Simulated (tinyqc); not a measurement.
Forward curve with series resistance: current of a Schottky diode by thermionic-emission-diffusion theory, and its read-back from I-V-T and C-V data. Computed by tinyqc, a small Python program. Command: `OMP_NUM_THREADS=1 python tinyqc.py 3012106 3012107 out.jsonl schottky walk`. One thread of a shared host (Intel(R) Xeon(R) Processor @ 2.30GHz), about 0.01 s of CPU time with the checks.

Full ionisation, no tunnelling, no recombination current. V is the voltage across the junction itself, forward positive.

Inputs (values chosen for the exercise, modelled on n-type silicon):

| quantity | value | unit |
|---|---|---|
| Richardson constant A* | 112 | A/(cm^2 K^2) |
| effective density of states at 300 K, N_c | 2.8e+19 | 1/cm^3 |
| permittivity eps | 11.7 | - |
| mobility mu | 1300 | cm^2/(V s) |
| barrier without image force phi_0 | 0.737 | eV |
| doping N | 1.4e+17 | 1/cm^3 |
| series resistance R_s | 0.054 | milliohm cm^2 |
| junction voltage V | 0.29 | V |
| temperature T | 350 | K |

Barrier: uniform.

Constants: k_B = 8.617333262e-05 eV/K; e = 1.602176634e-19 C; eps_0 = 8.8541878128e-12 F/m.

Method:
- N_c(T) = N_c (T/300 K)^(3/2); V_bi = phi_0 - (k_B T/e) ln(N_c(T)/N); surface field F = sqrt(2 e N (V_bi - V - k_B T/e)/(eps eps_0)); image lowering d_phi = sqrt(e F/(4 pi eps eps_0)); effective barrier phi = phi_0 - d_phi.
- Collection velocity v_R = A* T^2/(e N_c(T)); diffusion velocity v_D = mu F; J = e N_c(T) v_R/(1 + v_R/v_D) exp(-phi/k_B T) [exp(e V/k_B T) - 1].
- Terminal voltage V + J R_s; apparent ideality from neighbouring rows, (e/k_B T) dV_terminal/d ln J.

built-in voltage V_bi = 0.570225 V

Forward curve; the last column belongs to the interval up to the next row:

| V (V) | J (A/cm^2) | terminal voltage (V) | apparent n |
|---|---|---|---|
| 0.127 | 8.4223e-02 | 0.12700 | 1.0197 |
| 0.177 | 4.2827e-01 | 0.17702 | 1.0306 |
| 0.227 | 2.1460e+00 | 0.22712 | 1.0432 |
| 0.276 | 1.0329e+01 | 0.27656 | 1.0852 |
| 0.326 | 5.0879e+01 | 0.32875 | 1.2662 |
| 0.375 | 2.3976e+02 | 0.38795 | 2.0970 |
| 0.425 | 1.1424e+03 | 0.48669 | 5.8084 |
| 0.474 | 5.0684e+03 | 0.74769 | - |

What follows from these numbers?

The resistance takes over where J R_s exceeds k_B T/e, at J = 559 A/cm^2; the apparent ideality climbs from 1.02 to 5.81, so barrier and n must be read below that current.
